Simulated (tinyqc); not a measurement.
# Resonant-tunnelling diode, transfer matrices and Tsu-Esaki current, step by step

Computed by the program tinyqc: `OMP_NUM_THREADS=1 python tinyqc.py 2600034 2600035 out.jsonl`, one thread of a shared Intel Xeon 2.30GHz, about 0.1 s for the whole run. Printed values are rounded.

Emitter (band edge 0), barrier d1, well Lw, barrier d2, spacer ds, collector (edge -V). The bias drops linearly over these layers and none in the contacts; each layer is cut into ns equal slices, flat at the value of their centres. E is the energy of motion across the layers, C = hbar^2/(2 m0), psi and psi'/m are continuous. Transport is coherent, T(E) is taken as independent of the transverse momentum, and charge in the well is ignored.

Values chosen for this exercise; masses and offsets of a made-up heterostructure: temperature T = 200 K; mass in the well, spacer and contacts mw = 0.31 m0; barrier height U1 = 0.83 eV; barrier mass m1 = 0.63 m0; emitter barrier d1 = 0.8 nm; well width Lw = 1 nm; collector barrier d2 = 0.8 nm; slices in each layer ns = 2; undoped spacer after the collector barrier ds = 2.9 nm; Fermi energy of both contacts above their band edges Ef = 0.19 eV; bias of the collector V = 0.42 V; trial energy E = 0.20061 eV.

Constants: q = 1.602176634e-19 C, kB = 1.380649e-23 J/K, hbar = 1.054571817e-34 J s, m0 = 9.1093837015e-31 kg, Vt = kB T/q, hbar^2/(2 m0) = 0.0380998212 eV nm^2. Results are converted to the units shown.

Range of the model: Electrons enter the collector with more than 0.4 eV, where real bands are no longer parabolic.

## Slices under bias

U = edge of the layer - V x/Lt at the centre x of each slice, Lt the summed thickness.

```
slice     U (eV)  m (m0)  width (nm)
0       0.814727    0.63         0.4
1       0.784182    0.63         0.4
2      -0.080182    0.31         0.5
3      -0.118364    0.31         0.5
4       0.677273    0.63         0.4
5       0.646727    0.63         0.4
6      -0.253909    0.31        1.45
7      -0.364636    0.31        1.45
```

## Running product of the slice matrices at the trial energy

For the pair (psi, psi'/m) a flat layer has M = [[cos kd, (m/k) sin kd], [-(k/m) sin kd, cos kd]] with k = sqrt(m (E - U)/C) above its edge U, and M = [[cosh Kd, (m/K) sinh Kd], [(K/m) sinh Kd, cosh Kd]] with K = sqrt(m (U - E)/C) below it. Later slices stand to the left. With M acting on (psi, psi'/m) and v = k/m in each lead, T(E) = 4 vL vR/[(vL vR M12 - M21)^2 + (vR M11 + vL M22)^2]. vL = sqrt(mw E/C)/mw, vR = sqrt(mw (E + V)/C)/mw.

Product after each layer:
```
                 M11   M12 (nm)  M21 (1/nm)       M22
barrier d1   6.30502    1.23282     30.7514   6.17142
well         6.35491    1.27405    -32.5108  -6.36047
barrier d2  -3.69726  -0.579672    -22.5787  -3.81044
spacer      -2.07463  -0.309025    -29.5916  -4.88981
```

T(E) = 0.0722951

## Transmission at three energies near the peak

three energies (eV): 0.186967  0.188667  0.190367

The same product at each energy.

T(E) at these energies: 0.687084  0.883953  0.719983

## Breit-Wigner parameters from a parabola through 1/T(E)

Near a resonance 1/T(E) = (1/Tp) [1 + (2 (E - Er)/G)^2]. With y = 1/T(E) at E0 - h, E0, E0 + h: a = (y1 + y3 - 2 y2)/(2 h^2), b = (y3 - y1)/(2 h), Er = E0 - b/(2 a), 1/Tp = y2 - b^2/(4 a), G = 2 sqrt(1/(Tp a)), tau = hbar/G.

Er = 0.188764 eV
Tp = 0.884697
G = 6.70217 meV
tau = 98.2088 fs

The true maximum of T(E) lies at 0.18875 eV with height 0.8845 and full width 6.713 meV; the fitted G is 0.16 % below that width.

## Current from the resonance alone

J = J0 times the integral over E > 0 of T(E) N(E), N = ln[(1 + exp((Ef - E)/Vt))/(1 + exp((Ef - V - E)/Vt))], J0 = q^2 mw m0 kB T/(2 pi^2 hbar^3) (times 1e-4 for A/cm^2 per eV). For a sharp resonance J = J0 (pi G/2) Tp N(Er), with Er the peak energy, Tp the peak transmission and G the full width at half maximum (in eV). The three values given are estimates from a parabola through three points of 1/T(E).

J0 = 8.64622e7 A/(cm^2 eV)
N(Er) = 0.729643
J = 587.580 kA/cm^2

The full integral over T(E) gives 600.0 kA/cm^2; the value above is 2.1 % below it. With the exact position, height and width of the peak (Er = 0.18875 eV, Tp = 0.8845, G = 6.713 meV) the formula is 1.9 % below it.
